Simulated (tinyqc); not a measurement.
What moves the results: conductance of a narrow metal strip with scatterers (square lattice, Green functions). A value that a table varies takes the place of the one given here.

A strip of W sites across with hard walls, site energy 0 and hopping -t. Mode n = 1 to W has profile chi_n(j) = sqrt(2/(W + 1)) sin(n j pi/(W + 1)) and energy en = -2t cos(n pi/(W + 1)); E = en - 2t cos(kn a). With z_n = exp(i kn a) (Im k > 0 for closed modes, |z| < 1) each lead gives the self-energy -t z_n in mode n. One column carries the site energies v, here a notch at the edge (a site raised out of reach). In the mode basis V_nm = sum_j chi_n(j) v_j chi_m(j), G = (E - en + 2 t z_n - V)^-1, and t_nm = 2t sqrt(sin(kn a) sin(km a)) G_nm in size for open modes. T = sum |t_nm|^2, conductance (2e^2/h) T.

Constants: e^2/h = 3.874045865e-05 S.

Values chosen for the exercise (hopping and spacing of the size met in Cu or Al; the lattice is a model; shifted at random, so the results belong to these values and not to a real crystal):
- t = 1.57 eV (hopping)
- W = 4 (sites across)
- v = (50, 0, 0, 0) eV (site energies in the scattering column)
- a = 2.68 angstrom (spacing)
- E = -3.08 eV (Fermi energy)

## Conductance steps with and without the scatterer

E is varied across the lower half of the band.

Against energy:
```
E/t    E (eV)  open modes       T  reflected
-3.30  -5.181           1  0.8946     0.1054
-2.95  -4.631           1  0.9654     0.0346
-2.65  -4.160           1  0.9956     0.0044
-2.30  -3.611           2  1.2615     0.7385
-1.95  -3.062           2  1.4841     0.5159
-1.65  -2.591           2  1.6950     0.3050
-1.30  -2.041           3  2.0113     0.9887
-0.95  -1.492           3  2.0437     0.9563
-0.65  -1.020           3  2.0957     0.9043
-0.30  -0.471           4  3.0019     0.9981
0.05    0.079           4  3.0026     0.9974
```

The clean strip goes from 1 to 4 open modes. The reflected flux ranges from 0.004 (E/t = -2.65) to 0.998 (E/t = -0.3). A scatterer on one site acts on one combination of modes only, so it can reflect at most one unit.

## The same scatterer in wider strips

Width (W + 1) a; the strength is the entry of v largest in size. The notch stays one site deep. Added resistance (1/T - 1/M)/(2 e^2/h), M the number of open modes.

Against width:
```
W   width (angstrom)   M       T     T/M  added resistance (ohm)
3               10.7   2  1.0075  0.5038                  6356.6
4               13.4   2  1.4766  0.7383                  2287.7
5               16.1   3  2.0268  0.6756                  2065.8
6               18.8   3  2.4875  0.8292                   886.3
8               24.1   4  3.4952  0.8738                   466.0
10              29.5   5  4.5014  0.9003                   285.9
14              40.2   7  6.5114  0.9302                   138.3
20              56.3  10  9.5238  0.9524                    64.5
```

The added resistance is 6357 ohm at W = 3 and 64.5 at W = 20; from W = 10 to 20 it changes by a factor 0.23, where 1/M gives 0.50 and 1/M^2 gives 0.25. A point scatterer removes at most one unit of M (here 0.48 to 0.99), so its resistance is at most 1/(M (M - 1)) in units of h/2e^2, without bound for M = 1, with jumps where modes open or where the site sits near a node of the open modes; the largest value is at W = 3 (6357 ohm).

## What each change does

Open modes M, T and the added resistance (1/T - 1/M)/(2 e^2/h). Each row changes one parameter from the base and keeps the others.

Results:
```
case                   M       T  added resistance (ohm)
base                   2  1.4766                    2288
t = 1.633 eV           2  1.5274                    1997
E = -2.95 eV           2  1.5301                    1982
v = (50, 50, 0, 0) eV  2  1.0054                    6384
```

The largest shifts from the base row, up to three for each result and ties (the steps differ in size, so this ranks the rows, not the parameters). M: unchanged at the printed digits by t, E and v. T: v -0.4712, E +0.0536, t +0.0509. added resistance (ohm): v +4096, E -306, t -291.

Computed by tinyqc, a small Python program: `OMP_NUM_THREADS=1 python tinyqc.py 1480997 1480998 out.jsonl` (the numbers bound the seed that draws the inputs); one thread of a shared host (Intel(R) Xeon(R) Processor @ 2.30GHz), about 0.01 s for the whole set of steps.
